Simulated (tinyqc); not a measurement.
Polycrystalline film, grain-boundary barriers (Seto model): one step of the calculation.

One-dimensional grains of size Lg with donors N; each boundary has Qt acceptor-like traps per area at one level Et below the band edge. Trapped electrons qt deplete a width w = qt/N (both sides together) and raise a barrier Vb = q N w^2/(8 eps0 eps_r). Current crosses the barriers by thermionic emission at small bias. Abrupt depletion, full ionisation, Boltzmann statistics.

Task. Barrier, resistivity and effective mobility. Partly depleted grains: the density at the grain centre is n0 = N and qt = Qt/(1 + 2 (Nc/N) exp((Vb - Et)/Vt)). If that gives qt >= N Lg, the grains are fully depleted: qt = N Lg, w = Lg and n0 = 2 Nc exp((Vb - Et)/Vt)/(Qt/(N Lg) - 1). Resistivity: barriers rb = Vt exp(Vb/Vt)/(q n0 vc Lg), grain interior rg = (1 - w/Lg)/(q mg N); effective mobility 1/(q N (rb + rg)).

Inputs (values chosen for the exercise); values close to those of polycrystalline silicon:
```
symbol,value,unit,meaning
T,250,K,temperature
eps_r,11.7,,relative permittivity of the semiconductor
Lg,30,nm,grain size
Qt,1.4e12,cm^-2,trap density at a boundary
N,6.5e17,cm^-3,donor density
mg,270,cm^2/(V s),mobility inside a grain
vc,3.4e6,cm/s,collection velocity at the barrier
Nc,2.13e19,cm^-3,conduction-band density of states at T
Et,0.43,eV,trap level below the band edge
```

Constants: q = 1.602176634e-19 C, kB = 1.380649e-23 J/K, Vt = kB T/q, eps0 = 8.8541878128e-14 F/cm where lengths are in cm. Results are converted to the units shown.

Find: qt; w; Vb; n0; rb; rg; effective mobility.

Result.

qt = 1.400e12 cm^-2
w = 21.54 nm
Vb = 0.05829 V
n0 = 6.500e17 cm^-3
rb = 0.3036 ohm cm
rg = 0.01003 ohm cm
effective mobility = 30.62 cm^2/(V s)

The grains are partly depleted, 100 % of the traps are filled and the barriers give 96.8 % of the resistivity.

Numbers from tinyqc (`OMP_NUM_THREADS=1 python tinyqc.py 2610129 2610130 out.jsonl`; about 0.01 s on one thread of a shared Intel Xeon 2.30GHz).
